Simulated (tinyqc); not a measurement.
## Ionisation constants from two fields

Question. alpha_n = an exp(-bn/E). Find bn and an.

alpha_n at 237 and 362 kV/cm (1/cm): [2745.6930, 18248.910]

Answer. ln alpha is a straight line in 1/E with slope -bn and intercept ln an.

bn = 1.30e6 V/cm
an = 6.62e5 1/cm

tinyqc, about 0.09 s, one thread, Intel Xeon 2.30GHz (shared host): `OMP_NUM_THREADS=1 python tinyqc.py 2120066 2120067 out.jsonl`
